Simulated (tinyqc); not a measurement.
Starting guesses with plain Roothaan steps: SCF starting guesses in the sto-3g basis, for Be+, spin multiplicity 2. Computed by the program tinyqc with PySCF. UHF with one setting changed at a time; a run stops when the energy changes by less than 1e-09 hartree and the error matrix is below 1e-5. Starts: the lowest orbitals of the core Hamiltonian, of the Wolfsberg-Helmholz matrix (K = 1.75), projected atomic densities, random orbitals, and the highest orbitals of the core Hamiltonian (a deliberately bad start).

Geometry (angstrom):
```
atom       x       y       z
Be    0.0000  0.0000  0.0000
```

lowest solution found by these runs and by PySCF with stability checks = -14.097843 hartree

Largest element of the error matrix X^T (FDS - SDF) X:
```
iteration     core  Wolfsberg-Helmholz  atomic densities   random  highest core orbitals
1          1.8e-01             5.4e-02           1.2e-02  2.4e+00                0.0e+00
2          2.0e-02             5.3e-03           2.8e-03  2.1e-01                1.7e-01
3          2.3e-03             5.4e-04           3.1e-04  2.8e-02                1.6e-02
4          2.5e-04             5.6e-05           3.5e-05  1.8e-02                1.6e-03
5          2.8e-05             5.9e-06           3.8e-06  1.3e-02                1.5e-04
6          3.1e-06                   -                 -  8.6e-03                1.4e-05
8                -                   -                 -  4.1e-03                      -
10               -                   -                 -  1.9e-03                      -
14               -                   -                 -  4.4e-04                      -
20               -                   -                 -  4.7e-05                      -
```

How each run ends:
```
run                    iterations  E (hartree)         state
core                            6   -14.097843  lowest found
Wolfsberg-Helmholz              5   -13.951030        higher
atomic densities                5   -14.097843  lowest found
random                         25   -14.097843  lowest found
highest core orbitals           7   -13.951030        higher
```

What does the comparison show, and why?

3 of 5 runs reach the lowest solution found, in 5 to 25 iterations (fastest: atomic densities). Ending on a higher stationary point: Wolfsberg-Helmholz, highest core orbitals; a small error matrix cannot reveal that, and an occupation fixed by the start is kept by symmetry or by the shape of the basin. The first errors are 2e-01, 5e-02, 1e-02, 2e+00, 0e+00; the deliberately bad start has the smallest one, so a small first error does not mark a good start.
